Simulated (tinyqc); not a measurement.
BCS gap equation with a constant attraction inside the Debye window. Inputs raised by 10 %, one at a time. Computed by tinyqc, a small Python program. Command: `OMP_NUM_THREADS=1 python tinyqc.py 3008907 3008908 out.jsonl bcs sens`. One thread of a shared host (Intel(R) Xeon(R) Processor @ 2.30GHz), about 0.01 s of CPU time with the checks.

Pairs attract with strength V for |xi| < k_B Theta; N(0) is the density of states for one spin. Energies are given as temperatures (E/k_B, in K) unless marked.

Inputs (values chosen for the exercise, for a model metal):

| quantity | value | unit |
|---|---|---|
| coupling N(0)V | 0.217 | - |
| Debye temperature Theta | 700 | K |
| Fermi velocity v_F | 590000 | m/s |
| electron density n | 3.03 | 1e28/m^3 |
| mean free path l | 6.2 | nm |

Solver: secant.

Constants: k_B = 8.617333262e-05 eV/K; hbar = 1.054571817e-34 J s; k_B = 1.380649e-23 J/K; m_0 = 9.1093837015e-31 kg; eps_0 = 8.8541878128e-12 F/m; c = 299792458 m/s; e = 1.602176634e-19 C.

Method:
- At T = 0 the gap equation 1/(N(0)V) = int_0^Theta d xi/sqrt(xi^2 + Delta^2) has the integral arcsinh(Theta/Delta), so Delta_0 = Theta/sinh(1/(N(0)V)); weak coupling gives 2 Theta exp(-1/(N(0)V)).
- Gap equation: 1/(N(0)V) = I(Delta, T) = int_0^Theta tanh(E/2T)/E d xi, E = sqrt(xi^2 + Delta^2); 64 Gauss-Legendre points in y with xi = max(Delta, T) sinh(y).
- T_c solves I(0, T_c) = 1/(N(0)V); the weak-coupling form is T_c = (2 e^C/pi) Theta exp(-1/(N(0)V)) with Euler's C = 0.5772157, and 2 Delta_0/T_c then tends to 2 pi e^-C = 3.528.
- xi_0 = hbar v_F/(pi Delta_0); lambda_L = sqrt(m_0 eps_0 c^2/(n e^2)); N(0) = 3 n/(2 m_0 v_F^2) for one spin; condensation energy N(0) Delta_0^2/2 = B_c^2/(2 mu_0), mu_0 = 1/(eps_0 c^2); with scattering lambda = lambda_L sqrt(1 + xi_0/l) in the local limit (where xi_0 and l both exceed lambda, nonlocal response makes the true depth larger); Ginzburg-Landau kappa = 0.96 lambda_L/xi_0 + 0.72 lambda_L/l. Free-electron mass throughout; heavier carriers, as in niobium or vanadium, give a larger lambda_L and kappa and can make the metal type II.

Runs:

| input moved | from | to | T_c (K) | coherence length xi_0 (nm) | critical field B_c(0) (mT) | depth with scattering (nm) |
|---|---|---|---|---|---|---|
| base run | - | - | 7.912 | 102.77 | 81.78 | 127.99 |
| coupling N(0)V | 0.217 | 0.2387 | 12.029 | 67.59 | 124.36 | 105.32 |
| Debye temperature Theta (K) | 700 | 770 | 8.704 | 93.43 | 89.96 | 122.38 |
| Fermi velocity v_F (m/s) | 590000 | 649000 | 7.912 | 113.05 | 74.35 | 133.89 |
| electron density n (1e28/m^3) | 3.03 | 3.333 | 7.912 | 102.77 | 85.78 | 122.03 |
| mean free path l (nm) | 6.2 | 6.82 | 7.912 | 102.77 | 81.78 | 122.38 |

Exponents ln(y'/y) / ln(x'/x):

| input | T_c | coherence length xi_0 | critical field B_c(0) | depth with scattering |
|---|---|---|---|---|
| coupling N(0)V | 4.396 | -4.397 | 4.397 | -2.045 |
| Debye temperature Theta | 1.000 | -1.000 | 1.000 | -0.470 |
| Fermi velocity v_F | 0.000 | 1.000 | -1.000 | 0.473 |
| electron density n | 0.000 | 0.000 | 0.500 | -0.500 |
| mean free path l | 0.000 | 0.000 | 0.000 | -0.470 |

To which inputs is each result most sensitive?

Among the inputs moved here: T_c answers most in size to coupling N(0)V (exponent +4.396), next to Debye temperature Theta (+1.000); its exponent is below 0.0005 for Fermi velocity v_F, electron density n, mean free path l. Its exponent +1.000 in Debye temperature Theta: T_c scales with the phonon energy, the root of the isotope effect. Coherence length xi_0 answers most in size to coupling N(0)V (exponent -4.397), next to Debye temperature Theta (-1.000); its exponent is below 0.0005 for electron density n, mean free path l. Its exponent +1.000 in Fermi velocity v_F: xi_0 = hbar v_F/(pi Delta_0). Critical field B_c(0) answers most in size to coupling N(0)V (exponent +4.397), next to Debye temperature Theta (+1.000); its exponent is below 0.0005 for mean free path l. Depth with scattering answers most in size to coupling N(0)V (exponent -2.045), next to electron density n (-0.500). Its exponent -0.470 in mean free path l: the dirty limit.
